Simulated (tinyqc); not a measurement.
# Worked calculation: double-gate transistor below threshold, two-dimensional Poisson equation on a small mesh

Numbers from tinyqc (`OMP_NUM_THREADS=1 python tinyqc.py 2480174 2480175 out.jsonl`; about 0.1 s on one thread of a shared Intel Xeon 2.30GHz). Printed values are rounded.

Half of a symmetric double-gate structure: row 0 is the mid-plane of the body, where the normal field vanishes. Mobile charge is neglected (subthreshold), the body is fully depleted, and potentials are counted from the intrinsic level; rows run upward to the gate, columns from source to drain.

Values chosen for this exercise; semiconductor permittivity close to that of silicon:
- T = 293 K (temperature)
- eps_r = 11.6 (relative permittivity of the semiconductor)
- eox = 9 (relative permittivity of the insulator)
- tb = 3 nm (half the body thickness)
- tox = 2.8 nm (insulator thickness)
- L = 28 nm (channel length)
- Na = 0 cm^-3 (acceptor density of the depleted body)
- Vbi = 0.47 V (potential of the source)
- Vfb = 0.04 V (gate offset)
- Vg = -0.1 V (gate voltage)
- Vd = 0.7 V (drain voltage)

Constants: q = 1.602176634e-19 C, kB = 1.380649e-23 J/K, Vt = kB T/q, eps0 = 8.8541878128e-14 F/cm where lengths are in cm. Results are converted to the units shown.

## Coefficients of the five-point equations

Mesh: rows i = 0..1 in the semiconductor (step hs = tb/1, row 1 on the interface), then 1 step(s) ho = tox/1 up to the gate row 2; columns j = 0..4 (step hy = L/4). Box integration, divided by eps0: up_i = eps hy/h of the interval above row i, dn_i = that of the interval below (0 for row 0), lat_i = (sum of eps h/2 over the intervals above and below)/hy, s_i = -q Na w_i hy/eps0 with w_i the semiconductor height of the box (hs/2 for row 0 and the interface row, hs between, 0 in the insulator). Each free node obeys (up + dn + 2 lat) psi = up psi(above) + dn psi(below) + lat [psi(left) + psi(right)] + s.

| row | up | dn | lat | s (V) |
|---|---|---|---|---|
| 0 | 27.06667 | 0 | 2.485714 | 0 |
| 1 | 22.5 | 27.06667 | 4.285714 | 0 |

## Iteration 1: Gauss-Seidel sweep

psi at the start (fixed values on the edges, free nodes at zero) (V):

|  | j=0 | j=1 | j=2 | j=3 | j=4 |
|---|---|---|---|---|---|
| row 0 | 0.470000 | 0.000000 | 0.000000 | 0.000000 | 1.170000 |
| row 1 | 0.470000 | 0.000000 | 0.000000 | 0.000000 | 1.170000 |
| row 2 | -0.140000 | -0.140000 | -0.140000 | -0.140000 | -0.140000 |

Free nodes: rows 0..1, columns 1..3, taken row by row from row 0, left to right. t = (up psi(above) + dn psi(below) + lat [psi(left) + psi(right)] + s)/(up + dn + 2 lat), with the newest neighbours; psi(new) = t.

psi after iteration 1 (V):

|  | j=0 | j=1 | j=2 | j=3 | j=4 |
|---|---|---|---|---|---|
| row 0 | 0.470000 | 0.036466 | 0.002829 | 0.090995 | 1.170000 |
| row 1 | 0.470000 | -0.002558 | -0.053053 | 0.070519 | 1.170000 |
| row 2 | -0.140000 | -0.140000 | -0.140000 | -0.140000 | -0.140000 |

## Iteration 2: Gauss-Seidel sweep

As before.

psi after iteration 2 (V):

|  | j=0 | j=1 | j=2 | j=3 | j=4 |
|---|---|---|---|---|---|
| row 0 | 0.470000 | 0.034524 | -0.035082 | 0.147631 | 1.170000 |
| row 1 | 0.470000 | -0.007373 | -0.065859 | 0.095942 | 1.170000 |
| row 2 | -0.140000 | -0.140000 | -0.140000 | -0.140000 | -0.140000 |

## Course of the iteration: Gauss-Seidel sweep

Stop when the largest change of psi is below 1e-7 V, or after 400 iterations. Fixed values: gate row Vg - Vfb; column 0 at Vbi and the last column at Vbi + Vd in the semiconductor, each running linearly to Vg - Vfb across the insulator.

Course of the iteration:

| iteration | psi at row 0, j = 2 (V) | largest \|change\| of one entry (V) |
|---|---|---|
| 1 | 0.002829221 | 0.0910 |
| 2 | -0.03508184 | 0.0566 |
| 3 | -0.04205066 | 0.0209 |
| 4 | -0.04216361 | 8.12e-3 |
| 5 | -0.04123877 | 3.30e-3 |
| 6 | -0.04047361 | 1.40e-3 |
| 7 | -0.03998906 | 6.16e-4 |
| 8 | -0.03970837 | 2.81e-4 |
| 9 | -0.03955181 | 1.57e-4 |
| ... | ... | ... |
| 13 | -0.03938049 | 1.36e-5 |
| 14 | -0.03937313 | 7.35e-6 |
| 15 | -0.03936917 | 3.97e-6 |
| 16 | -0.03936703 | 2.14e-6 |
| 17 | -0.03936587 | 1.15e-6 |
| 18 | -0.03936525 | 6.21e-7 |
| 19 | -0.03936492 | 3.35e-7 |
| 20 | -0.03936474 | 1.80e-7 |
| 21 | -0.03936464 | 9.73e-8 |

Converged in 21 iterations. At the end each change is about 0.54 times the one before: linear convergence.

## Barrier, swing and barrier lowering

converged psi (V):

|  | j=0 | j=1 | j=2 | j=3 | j=4 |
|---|---|---|---|---|---|
| row 0 | 0.470000 | 0.021166 | -0.039365 | 0.182542 | 1.170000 |
| row 1 | 0.470000 | -0.014495 | -0.065303 | 0.112237 | 1.170000 |
| row 2 | -0.140000 | -0.140000 | -0.140000 | -0.140000 | -0.140000 |

d psi/dVg on row 0: j=0 0.0000000, j=1 0.7480686, j=2 0.8951714, j=3 0.7480686, j=4 0.0000000
d psi/dVd on row 0: j=0 0.000000, j=1 0.010697, j=2 0.052414, j=3 0.241235, j=4 1.000000

The barrier is read along row 0, the path farthest from the gate. Take the node j of lowest psi: barrier Vbi - psi_j; swing Vt ln 10/(d psi_j/dVg); DIBL = (d psi_j/dVd)/(d psi_j/dVg). The derivatives solve the same equations with s = 0 and a unit change of that voltage.

j = 2
barrier = 0.5093645 V
swing = 64.94564 mV/decade
DIBL = 58.55226 mV/V

A mesh of 12, 8 and 80 steps (semiconductor, insulator, channel) gives a barrier of 0.548 V, a swing of 62.8 mV a decade and a DIBL of 25.3 mV/V; the small mesh puts the barrier 7.1 % below that.
